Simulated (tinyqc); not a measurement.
## Free and trapped electrons in a MOS channel with a dense trap tail: free and trapped charge against gate voltage

p-type body, charge-sheet picture, full ionisation (an idealisation for deep acceptors), Boltzmann statistics for free electrons. e = Ec - EF at the surface. Acceptor-like traps of density D(E) = D0 + De exp(-E/Ew) at depth E below Ec, from 0 to Eu, hold n_t = integral of D(E)/(1 + exp((e - E)/Vt)). psi = Eg - Vt ln(Nv/Na) - e; N_dep = sqrt(2 eps0 eps_r Na (psi - Vt)/q); n_f = sqrt(N_dep^2 + 2 eps0 eps_r Vt Nc exp(-e/Vt)/q) - N_dep; Vg = Vfb + psi + q (N_dep + n_t + n_f)/Cox, Cox = eps0 eox/tox.

Free share n_f/(n_f + n_t); swing ln 10 n_f/(dn_f/dVg); field-effect mobility mf q (dn_f/dVg)/Cox, for a constant mf; oxide field q (N_dep + n_t + n_f)/(eps0 eox).

Values chosen for this exercise; band and dielectric values close to those of 4H silicon carbide:
- T = 400 K (temperature)
- Eg = 3.21 eV (band gap)
- eps_r = 9.56 (relative permittivity)
- Nc = 2.66e19 cm^-3 (conduction-band density of states at T)
- Nv = 3.79e19 cm^-3 (valence-band density of states at T)
- eox = 3.9 (relative permittivity of the insulator)
- tox = 36 nm (insulator thickness)
- Na = 1.6e16 cm^-3 (acceptor density)
- Vfb = -1.99 V (flat-band voltage without trapped charge)
- D0 = 1.8e10 cm^-2 eV^-1 (constant background density of acceptor-like traps)
- De = 3e13 cm^-2 eV^-1 (density of the tail at the conduction edge)
- Ew = 0.06 eV (decay energy of the tail)
- Eu = 0.59 eV (depth below Ec down to which the traps reach)
- mf = 190 cm^2/(V s) (mobility of free electrons)

Constants: q = 1.602176634e-19 C, kB = 1.380649e-23 J/K, Vt = kB T/q, eps0 = 8.8541878128e-14 F/cm where lengths are in cm. Results are converted to the units shown.

Free and trapped charge against gate voltage:

| Vg (V) | e (eV) | n_f (cm^-2) | n_t (cm^-2) | free share (%) | swing (mV/decade) | field-effect mobility (cm^2/(V s)) | oxide field (MV/cm) |
|---|---|---|---|---|---|---|---|
| 1.5 | 0.5172 | 2.321e6 | 1.891e9 | 0.1226 | 101.2 | 0.01676 | 0.2958 |
| 2.2 | 0.1855 | 3.207e10 | 1.477e11 | 17.84 | 525.3 | 44.61 | 0.3982 |
| 2.9 | 0.1223 | 1.795e11 | 3.737e11 | 32.44 | 1581 | 82.93 | 0.5750 |
| 3.6 | 0.09173 | 3.837e11 | 5.664e11 | 40.39 | 2785 | 100.7 | 0.7610 |
| 4.4 | 0.06827 | 6.551e11 | 7.571e11 | 46.39 | 4201 | 113.9 | 0.9767 |
| 5.1 | 0.05245 | 9.170e11 | 9.029e11 | 50.39 | 5433 | 123.3 | 1.167 |
| 5.8 | 0.03921 | 1.199e12 | 1.031e12 | 53.76 | 6647 | 131.8 | 1.358 |
| 6.5 | 0.02773 | 1.498e12 | 1.142e12 | 56.73 | 7847 | 139.5 | 1.549 |
| 7.3 | 0.01618 | 1.860e12 | 1.251e12 | 59.78 | 9214 | 147.5 | 1.768 |

n_f reaches 1e11 cm^-2 at Vg = 2.57 V, against 2.12 V without traps. The free share rises from 0.123 to 59.8 % and the field-effect mobility rises from 0.0168 to 147 cm^2/(V s), although mf = 190 is constant: in the last row 77.6 % of Cox dVg goes into free electrons. The swing in the first row is 101 mV a decade (Vt ln 10 = 79.4). For Vg = 4.4, 5.1, 5.8, 6.5, 7.3 EF lies less than 2 Vt below the band edge, or above it, where degeneracy and confinement, left out, matter.

Computed by the program tinyqc: `OMP_NUM_THREADS=1 python tinyqc.py 2222239 2222240 out.jsonl`, one thread of a shared Intel Xeon 2.30GHz, about 0.02 s for the whole run.
